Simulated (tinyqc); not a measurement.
Isotype n-N heterojunction, non-linear Poisson equation by Newton steps, Boltzmann statistics: one step of the calculation.

One dimension, material 1 (n-type) at x < 0 and material 2 (n-type) at x > 0. Band edges: Ec = -psi in material 1 and -psi + dEc in material 2, Ev = Ec - Eg. Equilibrium, Fermi level at 0. n = Nc F((EFn - Ec)/Vt), p = Nv F((Ev - EFp)/Vt), with F(eta) = exp(eta) (Boltzmann statistics); full ionisation, no interface charge, classical densities; the doping types are chosen for the exercise.

Task. Check against the first integral. Exact first integral: on each side D^2/(2 eps0 er) = G, G = q [Vt (nI_j - nI_b) + Vt (pI_j - pI_b) - C (psi_j - psi_b)], with C = +N1 or +N2, b the neutral end of that side, and nI, pI the densities themselves. D is continuous, so er1 G1(psi_j) = er2 G2(psi_j) fixes psi_j. Ends from Nc1 F(psi_L/Vt) = N1 and Nc2 F((V + psi_R - dEc)/Vt) = N2. D is counted positive when psi rises towards material 2.

Parameters, values chosen for the exercise; band and dielectric values close to those of CdS and CdTe: temperature T = 400 K; band gap of material 1 Eg1 = 2.44 eV; relative permittivity of material 1 er1 = 8.87; conduction-band density of states of material 1 Nc1 = 3.45e18 cm^-3; valence-band density of states of material 1 Nv1 = 2.73e19 cm^-3; band gap of material 2 Eg2 = 1.52 eV; relative permittivity of material 2 er2 = 10.2; conduction-band density of states of material 2 Nc2 = 1.24e18 cm^-3; valence-band density of states of material 2 Nv2 = 2.73e19 cm^-3; conduction-band offset Ec2 - Ec1 dEc = 0.11 eV; donor density of material 1 N1 = 6.4e16 cm^-3; donor density of material 2 N2 = 5.8e16 cm^-3; bias of side 1 against side 2 V = 0 V.

Constants: q = 1.602176634e-19 C, kB = 1.380649e-23 J/K, Vt = kB T/q, eps0 = 8.8541878128e-14 F/cm where lengths are in cm. Results are converted to the units shown.

Give: psi_j; D; psi_j - psi_L; psi_R - psi_j; Ec1 - EFn at the interface; Ec2 - EFn at the interface.

Result.

psi_j = -0.087493 V
D = 31.697 nC/cm^2
psi_j - psi_L = 0.049945 V
psi_R - psi_j = 0.091933 V
Ec1 - EFn at the interface = 0.087493 eV
Ec2 - EFn at the interface = 0.19749 eV

Material 2 takes 64.8 % of the bending.

tinyqc, about 0.02 s, one thread, Intel Xeon 2.30GHz (shared host): `OMP_NUM_THREADS=1 python tinyqc.py 2040094 2040095 out.jsonl`
